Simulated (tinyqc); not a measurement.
# One-sided p+-n junction, ionisation integral and breakdown: two studies

A p+ layer at x < 0 and an n drift layer from x = 0. Depletion approximation, built-in voltage neglected. Local ionisation coefficients alpha_n = an exp(-(bn/E)^mx), alpha_p = ap exp(-(bp/E)^mx). Electrons move towards +x, holes towards x = 0.

Values chosen for this exercise; material values close to those of indium phosphide:
- eps_r = 12.5 (relative permittivity)
- an = 1.08e7 1/cm (prefactor of the electron ionisation coefficient)
- bn = 2.97e6 V/cm (field constant for electrons)
- ap = 4.95e6 1/cm (prefactor of the hole ionisation coefficient)
- bp = 2.57e6 V/cm (field constant for holes)
- mx = 1 (exponent)
- mu = 5070 cm^2/(V s) (electron mobility of the drift layer)
- N = 5.2e15 cm^-3 (donor density of the drift layer)

Constants: q = 1.602176634e-19 C, eps0 = 8.8541878128e-14 F/cm where lengths are in cm. Results are converted to the units shown.

Each table varies one quantity; the others keep the values above.

## Multiplication against voltage

W = sqrt(2 eps0 eps_r V/(q N)), peak field E0 = q N W/(eps0 eps_r), falling linearly to 0 at W. G(x) = integral from 0 to x of (alpha_n - alpha_p); I_n = integral of alpha_n exp(-G) (electrons injected at x = 0), I_p = integral of alpha_p exp(G(end) - G) (holes injected at the far edge); M = 1/(1 - I). Integrals on a fine grid; BV is where I_n = 1. Here BV = 130.262 V; the Miller exponent is n = ln(1 - 1/M)/ln(V/BV).

Result of one run:
```
V (V)	E0 (kV/cm)	I_n	I_p	M_n	M_p	Miller n, electrons	Miller n, holes
91.2	371	0.185	0.257	1.23	1.35	4.73	3.81
```

What becomes of these results when the reverse voltage V is changed from 91.2 to 65.1 V, all else the same?

Result of the changed run:
```
V (V)	E0 (kV/cm)	I_n	I_p	M_n	M_p	Miller n, electrons	Miller n, holes
65.1	313	0.0304	0.0550	1.03	1.06	5.04	4.18
```

The whole series:
```
V (V)	E0 (kV/cm)	I_n	I_p	M_n	M_p	Miller n, electrons	Miller n, holes
52.1	280	0.00803	0.0172	1.01	1.02	5.26	4.43
65.1	313	0.0304	0.0550	1.03	1.06	5.04	4.18
78.2	343	0.0836	0.132	1.09	1.15	4.86	3.98
91.2	371	0.185	0.257	1.23	1.35	4.73	3.81
104	396	0.354	0.438	1.55	1.78	4.61	3.67
112	411	0.504	0.582	2.01	2.39	4.54	3.59
120	425	0.693	0.749	3.25	3.99	4.48	3.52
125	434	0.833	0.866	5.98	7.49	4.44	3.48
128	439	0.926	0.941	13.4	17.0	4.41	3.45
```

M_n rises from 1.008 to 13.4 and M_p from 1.018 to 17.0; both diverge at BV. The Miller exponent for electrons falls from 5.26 to 4.41 and that for holes falls from 4.43 to 3.45, so one exponent describes neither over the whole range. The larger multiplication belongs to holes, whose coefficient at the peak field of the last row is 1.14 times the other.

## Effect of the drift doping

Same model as above.

Specific on-resistance Ron = W/(q mu N) with constant mobility and full ionisation.

Result of one run:
```
N (cm^-3)	BV (V)	E0 at BV (kV/cm)	W at BV (um)	Ron (mohm cm^2)	BV^2/Ron (MW/cm^2)	eps0 eps_r mu E0^3/4 (MW/cm^2)
3.1e15	193	416	9.27	0.368	101	101
```

What becomes of these results when the donor density of the drift layer N is changed from 3.1e15 to 4.2e16 cm^-3, all else the same?

Result of the changed run:
```
N (cm^-3)	BV (V)	E0 at BV (kV/cm)	W at BV (um)	Ron (mohm cm^2)	BV^2/Ron (MW/cm^2)	eps0 eps_r mu E0^3/4 (MW/cm^2)
4.2e16	28.8	592	0.974	0.00285	291	291
```

The whole series:
```
N (cm^-3)	BV (V)	E0 at BV (kV/cm)	W at BV (um)	Ron (mohm cm^2)	BV^2/Ron (MW/cm^2)	eps0 eps_r mu E0^3/4 (MW/cm^2)
4.3e14	905	336	53.9	15.4	53.0	53.0
8.3e14	536	359	29.9	4.43	64.9	64.9
1.6e15	321	385	16.6	1.28	80.3	80.3
3.1e15	193	416	9.27	0.368	101	101
5.9e15	118	450	5.27	0.110	128	128
1.1e16	74.7	488	3.06	0.0343	163	163
2.2e16	45.3	537	1.69	0.00944	218	218
4.2e16	28.8	592	0.974	0.00285	291	291
```

BV falls from 905 to 28.8 V while the critical field rises from 336 to 592 kV/cm. BV goes as N^(-0.80) between the first two rows and N^(-0.70) between the last two (a coefficient proportional to E^7 gives -0.75 without punch-through). Ron goes as BV^(2.49) over the table; the last two columns agree since BV = E0 W/2 and N = eps0 eps_r E0/(q W). For N = 4.2e16 the layer is under 0.5 um wide or BV under 34 V, so dead space, tunnelling and the built-in voltage, all left out, matter.

Numbers from tinyqc (`OMP_NUM_THREADS=1 python tinyqc.py 2120111 2120112 out.jsonl`; about 0.06 s on one thread of a shared Intel Xeon 2.30GHz).
